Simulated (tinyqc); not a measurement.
# Threshold-voltage variability of a planar MOSFET, analytic estimates: several studies

Three independent sources add in quadrature: random dopants in the depleted layer, metal-gate grains of two orientations, and roughness of the two gate edges acting through the roll-off VT = VT(long) - Vr exp(-L/l). These are first-order estimates: no three-dimensional electrostatics, no percolation.

Parameters, values chosen for the exercise; material values close to those of silicon: temperature T = 300 K; band gap Eg = 1.11 eV; relative permittivity of the semiconductor eps_r = 11.7; conduction-band density of states at T Nc = 2.85e19 cm^-3; valence-band density of states at T Nv = 2.6e19 cm^-3; channel doping Na = 3.6e18 cm^-3; oxide-equivalent thickness in inversion ti = 1.4 nm; gate length L = 65 nm; gate width W = 200 nm; metal grain size G = 15 nm; work-function difference of the two grain orientations dW = 0.1 eV; share of the orientation of higher work function p = 0.5; rms roughness of one gate edge De = 0.6 nm; correlation length of the roughness La = 10 nm; decay length of the threshold roll-off l = 13 nm; prefactor of the roll-off Vr = 2.1 V.

Constants: q = 1.602176634e-19 C, kB = 1.380649e-23 J/K, Vt = kB T/q, eps0 = 8.8541878128e-14 F/cm where lengths are in cm. Results are converted to the units shown.

Each table varies one quantity; the others keep the values above.

## Effect of the metal grain size

ni = sqrt(Nc Nv) exp(-Eg/(2 Vt)), Eg in volts; Cox = 3.9 eps0/ti; Wd = sqrt(4 eps0 eps_r Vt ln(Na/ni)/(q Na)); dopants: s1 = (q/Cox) sqrt(Na Wd/(3 L W)). Grains: Ng = L W/G^2 (at least 1), s2 = dW sqrt(p (1 - p)/Ng). Edges, with exponential correlation and u = W/La: the mean gate length has sL^2 = 2 De^2 (2/u)[1 - (1 - exp(-u))/u]; s3 = sL (Vr/l) exp(-L/l). s = sqrt(s1^2 + s2^2 + s3^2). l and Vr are held fixed.

The same in every row: s1 (mV) = 8.603; s3 (mV) = 0.2847.

Effect of the metal grain size:

| G (nm) | s2 (mV) | s (mV) | s sqrt(L W) (mV um) |
|---|---|---|---|
| 2 | 0.8771 | 8.653 | 0.9865 |
| 3 | 1.316 | 8.708 | 0.9929 |
| 5 | 2.193 | 8.883 | 1.013 |
| 7 | 3.070 | 9.139 | 1.042 |
| 10 | 4.385 | 9.661 | 1.101 |
| 14 | 6.139 | 10.57 | 1.206 |
| 20 | 8.771 | 12.29 | 1.401 |

As G goes from 2 to 20 nm, s rises from 8.65 to 12.3 mV. The largest source is the dopants in the first row and the grains in the last.

## Scaling length and width together

Same model as above.

l and Vr are held fixed. W = 3.076923077 L in every row; l is held fixed.

Scaling length and width together:

| L (nm) | s1 (mV) | s2 (mV) | s3 (mV) | s (mV) | s sqrt(L W) (mV um) |
|---|---|---|---|---|---|
| 42 | 13.31 | 10.18 | 2.047 | 16.89 | 1.244 |
| 52 | 10.75 | 8.222 | 0.8594 | 13.56 | 1.237 |
| 63 | 8.876 | 6.787 | 0.3370 | 11.18 | 1.235 |
| 78 | 7.169 | 5.482 | 0.09602 | 9.025 | 1.235 |
| 95 | 5.886 | 4.501 | 0.02362 | 7.410 | 1.235 |
| 120 | 4.660 | 3.563 | 0.003083 | 5.866 | 1.235 |
| 140 | 3.994 | 3.054 | 6.141e-4 | 5.028 | 1.235 |

As L goes from 42 to 140 nm, s falls from 16.9 to 5.03 mV. The dopants are the largest source in the first and the last row. The product s sqrt(L W) falls from 1.24 to 1.23 mV um: s1 and s2 go as 1/sqrt(L W), so the change comes from s3 alone.

## Effect of the gate length

Same model as above.

l and Vr are held fixed.

Results:

| L (nm) | s1 (mV) | s2 (mV) | s3 (mV) | s (mV) | s sqrt(L W) (mV um) |
|---|---|---|---|---|---|
| 39 | 11.107 | 8.4921 | 2.1034 | 14.139 | 1.2487 |
| 47 | 10.118 | 7.7357 | 1.1367 | 12.787 | 1.2397 |
| 57 | 9.1873 | 7.0244 | 0.52673 | 11.577 | 1.2361 |
| 68 | 8.4114 | 6.4312 | 0.22600 | 10.591 | 1.2351 |
| 82 | 7.6598 | 5.8565 | 0.076985 | 9.6425 | 1.2348 |
| 99 | 6.9712 | 5.3300 | 0.020820 | 8.7753 | 1.2348 |
| 140 | 5.8622 | 4.4821 | 8.8876e-4 | 7.3793 | 1.2348 |

Estimate the missing row, L = 120 nm.

Computed row:

| L (nm) | s1 (mV) | s2 (mV) | s3 (mV) | s (mV) | s sqrt(L W) (mV um) |
|---|---|---|---|---|---|
| 120 | 6.3319 | 4.8412 | 0.0041393 | 7.9706 | 1.2348 |

With this row back in the table: As L goes from 39 to 140 nm, s falls from 14.1 to 7.38 mV. The dopants are the largest source in the first and the last row. The product s sqrt(L W) falls from 1.25 to 1.23 mV um: s1 and s2 go as 1/sqrt(L W), so the change comes from s3 alone.

Program tinyqc, `OMP_NUM_THREADS=1 python tinyqc.py 2090167 2090168 out.jsonl`; Intel Xeon 2.30GHz, shared host, one thread, about 0.01 s.
